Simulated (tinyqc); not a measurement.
What moves the moment: Stoner model of a band ferromagnet.

Density of states per atom and spin: semi-elliptic, D(e) = (8 M/(pi W^2)) sqrt(W^2/4 - e^2). Levels e -/+ I m/2 for up and down spin, m = n_up - n_down, n_up + n_down = nd. At zero temperature e(N) is the energy below which N states lie, and E(m) = sum over spins of integral e D de - I m^2/4.

Values chosen for the exercise:
- W = 4.5 eV (band width, e from -W/2 to W/2)
- M = 5 (states per atom and spin)
- nd = 8.16 (electrons per atom)
- I = 1.07 eV (Stoner parameter)

Lowest state for each case. Each row changes one parameter from the base and keeps the others.

Results:

| case | I D(EF) | m (muB) | E - E(0) (meV) |
|---|---|---|---|
| base | 1.292 | 1.840 | -169.3 |
| W = 4.14 eV | 1.404 | 1.840 | -228.2 |
| I = 1.156 eV | 1.396 | 1.840 | -242.1 |
| nd = 7.86 | 1.339 | 2.140 | -264.1 |

The largest shifts from the base row, up to three for each result and ties (the steps differ in size, so this ranks the rows, not the parameters). I D(EF): W +0.112, I +0.104, nd +0.047. m (muB): nd +0.300; unchanged at the printed digits by W and I. E - E(0) (meV): nd -94.8, I -72.8, W -58.9.

Run: tinyqc, `OMP_NUM_THREADS=1 python tinyqc.py 1680829 1680830 out.jsonl`; Intel(R) Xeon(R) Processor @ 2.30GHz, one thread, shared host; about 0.3 s of CPU time with all checks.
